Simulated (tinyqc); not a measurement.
Classical Heisenberg spin chain: exact results, Metropolis, heat-bath and over-relaxation steps, and a Monte Carlo run: one step, computed by the program tinyqc. Command: `OMP_NUM_THREADS=1 python tinyqc.py 3130038 3130039 out.jsonl heismc walk`. One thread of a shared host (Intel(R) Xeon(R) Processor @ 2.30GHz), about 0.3 s of CPU time with the checks.

E = -J sum_i s_i . s_(i+1) for unit vectors s_i on an open chain; K = J/(k_B T).

Question. Four single-spin steps. The given spins are first normalised. Spins 2 and 3 are updated in turn, with h = K (sum of the two neighbours). Heat bath: cos(theta) = 1 + ln(1 - r1 (1 - exp(-2 |h|)))/|h| about n = h/|h|, azimuth 2 pi r2 = phi in the frame a = n x z/|n x z|, b = n x a: s = n cos(theta) + sin(theta)(a cos(phi) + b sin(phi)); r1, r2 are the first two numbers of the row. Steps 2 and 4 are reflections, s -> 2 (s . h) h/|h|^2 - s, which keep the energy and use no random number.

Inputs (values chosen for the exercise, for a model chain of large moments): temperature T = 28.5 K.

Update: heat bath with over-relaxation.

four neighbouring spins (rows; components x, y, z):
```
         1        2        3
1   0.7994  -0.2008  -0.5663
2   0.5902   0.5866  -0.5545
3  -0.5853   0.7559  -0.2933
4  -0.5190  -0.7854  -0.3374
```

random numbers, one row a step:
```
        1       2       3
1  0.7024  0.2006  0.6522
2  0.3110  0.0813  0.5227
3  0.9484  0.9468  0.5037
4  0.8237  0.2837  0.6238
```

K = 3.786737

Give: the table «Steps» with the columns |h|, h . s before, h . s after, move, x, y, z.

Answer.

Steps:
```
spin    |h|  h . s before  h . s after        move        x        y        z
2     3.959         3.517        2.748   heat bath   0.1445  -0.2365  -0.9608
3     6.415        -0.653       -0.653  reflection   0.6303  -0.6331   0.4493
2     6.283         1.954        3.319   heat bath   0.0680  -0.9682   0.2406
3     6.866         2.963        2.963  reflection  -0.8450  -0.2016  -0.4954
```
